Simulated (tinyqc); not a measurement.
Worked calculation: three-band tight binding of a dichalcogenide monolayer. Values are carried at full precision from step to step, so a last printed digit may differ when a step is redone from the rounded ones.

Basis dz2, dxy, dx2-y2 on a triangular lattice, nearest neighbours; alpha = kx a/2, beta = sqrt3 ky a/2. h0 = e1 + 2 t0 (cos 2alpha + 2 cos alpha cos beta); h1 = -2 sqrt3 t2 sin alpha sin beta + 2i t1 (sin 2alpha + sin alpha cos beta); h2 = 2 t2 (cos 2alpha - cos alpha cos beta) + 2i sqrt3 t1 cos alpha sin beta; h11 = e2 + 2 t11 cos 2alpha + (t11 + 3 t22) cos alpha cos beta; h22 = e2 + 2 t22 cos 2alpha + (3 t11 + t22) cos alpha cos beta; h12 = sqrt3 (t22 - t11) sin alpha sin beta + 4i t12 sin alpha (cos alpha - cos beta) + i lam sz. H = [[h0, h1, h2], [., h11, h12], [., ., h22]], Hermitian; the lowest band of each spin is filled. K = (4 pi/3a, 0), M = (pi/a, pi/(sqrt3 a)).

Inputs chosen for the exercise (near a published set for monolayer WS2; shifted at random, so the results belong to these values and not to a real crystal):
- a = 3.19 angstrom (lattice constant)
- e1 = 1.136 eV (level of dz2)
- e2 = 2.255 eV (level of dxy and dx2-y2)
- t0 = -0.206 eV (hopping)
- t1 = 0.555 eV (hopping)
- t2 = 0.534 eV (hopping)
- t11 = 0.28 eV (hopping)
- t12 = 0.379 eV (hopping)
- t22 = -0.062 eV (hopping)
- lam = 0.211 eV (spin-orbit constant)
- sz = 1 (spin)
- k = (0.43, 0.01) 1/angstrom (wave vector)

## H at one k

Form alpha, beta and the matrix.

alpha, beta (rad): [0.68585, 0.02763]

H (eV), rows z2, xy, x2-y2 and columns alike:
```
[[0.4171, -0.0324+1.7908i, -0.6150+0.0411i],
 [-0.0324-1.7908i, 2.4385, -0.0104-0.0057i],
 [-0.6150-0.0411i, -0.0104+0.0057i, 2.8323]]
```

## Levels and weights

Diagonalise H.

levels (eV): [-0.7103, 2.7835, 3.6147]

weights, rows z2, xy, x2-y2; columns band 1, band 2, band 3:
```
[[0.738, 0.006, 0.256],
 [0.239, 0.171, 0.590],
 [0.023, 0.824, 0.154]]
```

## Closed forms at K and Gamma

Three-band model of dz2 (level e1) and dxy, dx2-y2 (level e2), spin sz = +/-1; t1 and t2 drop out at these points. At K: e2 - (3/2)(t11 + t22) - 3 sqrt3 t12 + lam sz (valence), e1 - 3 t0 (conduction), e2 - (3/2)(t11 + t22) + 3 sqrt3 t12 - lam sz. At Gamma: e1 + 6 t0 (valence) and e2 + 3 (t11 + t22) -/+ lam.

Levels (eV):
```
point          band 1  band 2  band 3
K, spin up     0.1697  1.7540  3.6863
K, spin down  -0.2523  1.7540  4.1083
Gamma         -0.1000  2.6980  3.1200
```

smallest direct gap at K = 1.5843 eV
Ev(K) - Ev(Gamma) = 0.2697 eV

Of the two points, the valence band is higher at K, by 270 meV. The dz2 conduction state at K has no atomic orbital angular momentum (Lz = 0) and is not split at this order.

## Bands for both spins

The two lowest bands at the points named.

Levels (eV):
```
k           v, up   c, up  v, down  c, down
G         -0.1000  2.6980  -0.1000   2.6980
G-K 0.25  -0.5446  2.7703  -0.5863   2.9084
G-K 0.5   -0.8752  2.9206  -1.0289   3.2046
G-K 0.6   -0.8065  3.0692  -1.0073   3.1652
G-K 0.75  -0.4752  2.6832  -0.7508   2.5661
G-K 0.9    0.0067  1.9672  -0.3689   1.9250
K          0.1697  1.7540  -0.2523   1.7540
K-M 0.5   -0.3630  2.4876  -0.6140   2.3686
M         -0.6945  2.7039  -0.6945   2.7039
M-G 0.5   -0.8858  2.7886  -0.8858   2.7886
```

The spins are degenerate from M to Gamma, since a vertical mirror plane holds this line and flips sz, and the valence splitting is largest at K (422 meV). The lowest conduction level listed is at K. With nearest neighbours alone the model is made for the neighbourhood of K.

## Checks

- Closed forms at K against the matrix: they agree to 1e-10 or better.

(tinyqc, `OMP_NUM_THREADS=1 python tinyqc.py 1481342 1481343 out.jsonl`, Intel(R) Xeon(R) Processor @ 2.30GHz, 1 thread, shared host, about 0.01 s.)
